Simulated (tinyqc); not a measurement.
## Two-diode model of a solar cell: effect of the series resistance

J is the current delivered and Vj = V + J Rs the junction voltage. J = X JL - J01 (exp(Vj/(n1 Vt)) - 1) - J02 (exp(Vj/(2 Vt)) - 1) - Vj/Rp. The photocurrent does not depend on voltage.

Jsc at V = 0, Voc at J = 0, the maximum power point where J (1 + 2 Rs G) = G Vj with G = -dJ/dVj; FF = Vmp Jmp/(Voc Jsc); efficiency Vmp Jmp/(X Pin). Empirical fill factor without parasitics FF0 = (v - ln(v + 0.72))/(v + 1), v = Voc/(n1 Vt).

Inputs (values chosen for the exercise); values of the order met in cells of a lead-halide perovskite:
```
symbol,value,unit,meaning
T,298.15,K,temperature
JL,19.7,mA/cm^2,photocurrent at one sun
X,50,suns,concentration
J01,8.9e-21,A/cm^2,saturation current of the first diode
n1,1,,ideality factor of the first diode
Rp,3000,ohm cm^2,shunt resistance
Pin,100,mW/cm^2,incident power at one sun
J02,4.3e-11,A/cm^2,saturation current of the second diode (ideality 2)
```

Constants: q = 1.602176634e-19 C, kB = 1.380649e-23 J/K, Vt = kB T/q. Results are converted to the units shown.

The same in every row: Voc (V) = 1.1741; FF0 = 0.89640.

Effect of the series resistance:
```
Rs (ohm cm^2)	Jsc (mA/cm^2)	Vmp (V)	Jmp (mA/cm^2)	FF	efficiency (%)
0	985.00	1.0536	944.36	0.86037	19.900
0.001	985.00	1.0527	944.29	0.85960	19.882
0.0022	985.00	1.0517	944.22	0.85868	19.861
0.0049	985.00	1.0493	944.05	0.85660	19.813
0.011	985.00	1.0440	943.67	0.85190	19.704
0.024	984.99	1.0327	942.83	0.84190	19.473
0.054	984.98	1.0067	940.76	0.81890	18.940
0.12	984.96	0.95028	935.43	0.76868	17.778
```

Read the table: what changes, and by how much?

As Rs goes from 0 to 0.12, Voc stays at 1.17 V, FF falls from 0.860 to 0.769 and the efficiency falls from 19.9 to 17.8 %. Voc does not depend on Rs, since no current flows through it at open circuit; between the first two rows FF drops by 1.07 times rs = Rs Jsc/Voc in relative terms.

tinyqc, about 0.01 s, one thread, Intel Xeon 2.30GHz (shared host): `OMP_NUM_THREADS=1 python tinyqc.py 2280025 2280026 out.jsonl`
